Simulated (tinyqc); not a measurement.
## Schottky barrier on an n-type semiconductor, non-linear Poisson equation by Newton steps: effect of the barrier height

One dimension, metal at x = 0, donor density C(x) = Nd, uniform. Energies are counted from the electron Fermi level of the semiconductor and the conduction-band edge is Ec = -psi, so n = Nc exp(psi/Vt); holes follow the Fermi level of the metal, at -V, so p = Nv exp((V - psi - Eg)/Vt). Ends: psi(0) = V - phiB and psi = Vt ln(Nd/Nc) deep inside. Boltzmann statistics, full ionisation, no current, no image force in the Poisson equation.

First integral for uniform doping: E_0^2 = (2 q/(eps0 eps_r)) [Nd (U - Vt + Vt exp(-U/Vt)) + Vt p_0], U = Vbi - V, Vbi = phiB - Vt ln(Nc/Nd), p_0 = Nv exp((phiB - Eg)/Vt) (deep holes neglected). Image-force lowering dphi = sqrt(q E_0/(4 pi eps0 eps_r)), at x_m = sqrt(q/(16 pi eps0 eps_r E_0)). W = sqrt(2 eps0 eps_r U/(q Nd)).

Parameters, values chosen for the exercise; band and dielectric values close to those of silicon: temperature T = 450 K; band gap Eg = 1.11 eV; relative permittivity eps_r = 11.5; conduction-band density of states at T Nc = 5.05e19 cm^-3; valence-band density of states at T Nv = 4.79e19 cm^-3; donor density deep in the semiconductor Nd = 1.9e17 cm^-3; bias of the metal against the semiconductor V = -1.6 V.

Constants: q = 1.602176634e-19 C, kB = 1.380649e-23 J/K, Vt = kB T/q, eps0 = 8.8541878128e-14 F/cm where lengths are in cm. Results are converted to the units shown.

Result of one run:
```
phiB (eV)  Vbi (V)  W (nm)  E_0 (kV/cm)  dphi (mV)  exp(dphi/Vt)    p_0/Nd
0.53        0.3135   113.1        334.8      64.75         5.311  8.051e-5
```

What becomes of these results when the barrier height phiB is changed from 0.53 to 0.44 eV, all else the same?

Result of the changed run:
```
phiB (eV)  Vbi (V)  W (nm)  E_0 (kV/cm)  dphi (mV)  exp(dphi/Vt)    p_0/Nd
0.44        0.2235   110.4        326.7      63.96         5.203  7.905e-6
```

The whole series:
```
phiB (eV)  Vbi (V)  W (nm)  E_0 (kV/cm)  dphi (mV)  exp(dphi/Vt)    p_0/Nd
0.44        0.2235   110.4        326.7      63.96         5.203  7.905e-6
0.53        0.3135   113.1        334.8      64.75         5.311  8.051e-5
0.62        0.4035   115.8        342.8      65.51         5.416  8.200e-4
0.71        0.4935   118.3        350.5      66.25         5.521  0.008352
0.79        0.5735   120.6        357.5      66.90         5.614   0.06573
0.88        0.6635   123.1        366.8      67.77         5.742    0.6694
0.97        0.7535   125.5        392.7      70.12         6.100     6.818
1.05        0.8335   127.6        517.3      80.48         7.968     53.66
```

As phiB goes from 0.44 to 1.05, the surface field rises from 327 to 517 kV/cm, the lowering rises from 64.0 to 80.5 mV and W rises from 110 to 128 nm. From phiB = 0.97 on, holes at the metal outnumber the donors.

Computed by the program tinyqc: `OMP_NUM_THREADS=1 python tinyqc.py 2020123 2020124 out.jsonl`, one thread of a shared Intel Xeon 2.30GHz, about 0.05 s for the whole run.
